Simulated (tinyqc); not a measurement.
# Double-gate transistor below threshold, two-dimensional Poisson equation on a small mesh, step by step

Program tinyqc, `OMP_NUM_THREADS=1 python tinyqc.py 2480077 2480078 out.jsonl`; Intel Xeon 2.30GHz, shared host, one thread, about 0.1 s. Printed values are rounded.

Half of a symmetric double-gate structure: row 0 is the mid-plane of the body, where the normal field vanishes. Mobile charge is neglected (subthreshold), the body is fully depleted, and potentials are counted from the intrinsic level; rows run upward to the gate, columns from source to drain.

Parameters, values chosen for the exercise; semiconductor permittivity made up:
```
symbol  value   unit                                     meaning
T         273      K                                 temperature
eps_r    14.8         relative permittivity of the semiconductor
eox         9             relative permittivity of the insulator
tb          6     nm                     half the body thickness
tox       2.2     nm                         insulator thickness
L          47     nm                              channel length
Na          0  cm^-3       acceptor density of the depleted body
Vbi      0.47      V                     potential of the source
Vfb      0.06      V                                 gate offset
Vg       0.05      V                                gate voltage
Vd        0.5      V                               drain voltage
```

Constants: q = 1.602176634e-19 C, kB = 1.380649e-23 J/K, Vt = kB T/q, eps0 = 8.8541878128e-14 F/cm where lengths are in cm. Results are converted to the units shown.

## Coefficients of the five-point equations

Mesh: rows i = 0..2 in the semiconductor (step hs = tb/2, row 2 on the interface), then 2 step(s) ho = tox/2 up to the gate row 4; columns j = 0..6 (step hy = L/6). Box integration, divided by eps0: up_i = eps hy/h of the interval above row i, dn_i = that of the interval below (0 for row 0), lat_i = (sum of eps h/2 over the intervals above and below)/hy, s_i = -q Na w_i hy/eps0 with w_i the semiconductor height of the box (hs/2 for row 0 and the interface row, hs between, 0 in the insulator). Each free node obeys (up + dn + 2 lat) psi = up psi(above) + dn psi(below) + lat [psi(left) + psi(right)] + s.

```
row        up        dn       lat  s (V)
0    38.64444         0  2.834043      0
1    38.64444  38.64444  5.668085      0
2    64.09091  38.64444  3.465957      0
3    64.09091  64.09091  1.263830      0
```

## Iteration 1: over-relaxation sweep (omega = 1.4)

psi at the start (fixed values on the edges, free nodes linear between source and drain columns) (V):
```
              j=0         j=1         j=2         j=3         j=4         j=5         j=6
row 0   0.4700000   0.5533330   0.6366670   0.7200000   0.8033330   0.8866670   0.9700000
row 1   0.4700000   0.5533330   0.6366670   0.7200000   0.8033330   0.8866670   0.9700000
row 2   0.4700000   0.5533330   0.6366670   0.7200000   0.8033330   0.8866670   0.9700000
row 3   0.2300000   0.2716670   0.3133330   0.3550000   0.3966670   0.4383330   0.4800000
row 4  -0.0100000  -0.0100000  -0.0100000  -0.0100000  -0.0100000  -0.0100000  -0.0100000
```

Free nodes: rows 0..3, columns 1..5, taken row by row from row 0, left to right. t = (up psi(above) + dn psi(below) + lat [psi(left) + psi(right)] + s)/(up + dn + 2 lat), with the newest neighbours; psi(new) = psi + 1.4 (t - psi).

psi after iteration 1 (V):
```
              j=0         j=1         j=2         j=3         j=4         j=5         j=6
row 0   0.4700000   0.5533331   0.6366669   0.7200000   0.8033331   0.8866669   0.9700000
row 1   0.4700000   0.5533331   0.6366669   0.7200000   0.8033331   0.8866669   0.9700000
row 2   0.4700000   0.3228804   0.3619257   0.4092091   0.4568569   0.5045200   0.9700000
row 3   0.2300000   0.1134690   0.1225924   0.1390714   0.1559002   0.1727446   0.4800000
row 4  -0.0100000  -0.0100000  -0.0100000  -0.0100000  -0.0100000  -0.0100000  -0.0100000
```

## Iteration 2: over-relaxation sweep (omega = 1.4)

As before.

psi after iteration 2 (V):
```
              j=0         j=1         j=2         j=3         j=4         j=5         j=6
row 0   0.4700000   0.5533332   0.6366668   0.7200000   0.8033332   0.8866668   0.9700000
row 1   0.4700000   0.4126506   0.4563513   0.5141289   0.5733894   0.6327919   0.9700000
row 2   0.4700000   0.2040682   0.2077992   0.2331454   0.2603206   0.3061402   0.9700000
row 3   0.2300000   0.0926060   0.0898811   0.1008796   0.1131798   0.1422212   0.4800000
row 4  -0.0100000  -0.0100000  -0.0100000  -0.0100000  -0.0100000  -0.0100000  -0.0100000
```

## Course of the iteration: over-relaxation sweep (omega = 1.4)

Stop when the largest change of psi is below 1e-7 V, or after 400 iterations. Fixed values: gate row Vg - Vfb; column 0 at Vbi and the last column at Vbi + Vd in the semiconductor, each running linearly to Vg - Vfb across the insulator.

Course of the iteration:
```
iteration  psi at row 0, j = 3 (V)  largest |change| of one entry (V)
1                        0.7200000                              0.382
2                        0.7200000                              0.254
3                        0.4475580                              0.337
4                        0.2326680                              0.242
5                        0.1388491                             0.0954
6                       0.08107384                             0.0578
7                       0.05082357                             0.0303
8                       0.03893026                             0.0134
9                       0.03447141                            6.87e-3
...                            ...                                ...
13                      0.03287384                            1.15e-4
14                      0.03287508                            2.34e-5
15                      0.03287994                            2.22e-5
16                      0.03288517                            1.33e-5
17                      0.03288777                            4.74e-6
18                      0.03288901                            1.43e-6
19                      0.03288954                            5.29e-7
20                      0.03288968                            1.78e-7
21                      0.03288973                            5.25e-8
```

Converged in 21 iterations. The changes do not fall evenly; from iteration 16 to 21 they shrink by a factor of 3.0 a step on average.

## Barrier, swing and barrier lowering

converged psi (V):
```
              j=0         j=1         j=2         j=3         j=4         j=5         j=6
row 0   0.4700000   0.1528036   0.0464882   0.0328898   0.0923868   0.3189146   0.9700000
row 1   0.4700000   0.1373384   0.0396886   0.0275292   0.0801373   0.2877791   0.9700000
row 2   0.4700000   0.0874033   0.0203500   0.0126690   0.0451487   0.1870357   0.9700000
row 3   0.2300000   0.0402301   0.0054788   0.0015370   0.0181353   0.0916226   0.4800000
row 4  -0.0100000  -0.0100000  -0.0100000  -0.0100000  -0.0100000  -0.0100000  -0.0100000
```

d psi/dVg on row 0: j=0 0.0000000, j=1 0.6632067, j=2 0.8911815, j=3 0.9412469, j=4 0.8911815, j=5 0.6632067, j=6 0.0000000
d psi/dVd on row 0: j=0 0.000000, j=1 0.002286, j=2 0.008511, j=3 0.029377, j=4 0.100308, j=5 0.334508, j=6 1.000000

The barrier is read along row 0, the path farthest from the gate. Take the node j of lowest psi: barrier Vbi - psi_j; swing Vt ln 10/(d psi_j/dVg); DIBL = (d psi_j/dVd)/(d psi_j/dVg). The derivatives solve the same equations with s = 0 and a unit change of that voltage.

j = 3
barrier = 0.4371102 V
swing = 57.55031 mV/decade
DIBL = 31.21024 mV/V

A mesh of 12, 8 and 80 steps (semiconductor, insulator, channel) gives a barrier of 0.448 V, a swing of 57.0 mV a decade and a DIBL of 16.9 mV/V; the small mesh puts the barrier 2.5 % below that.
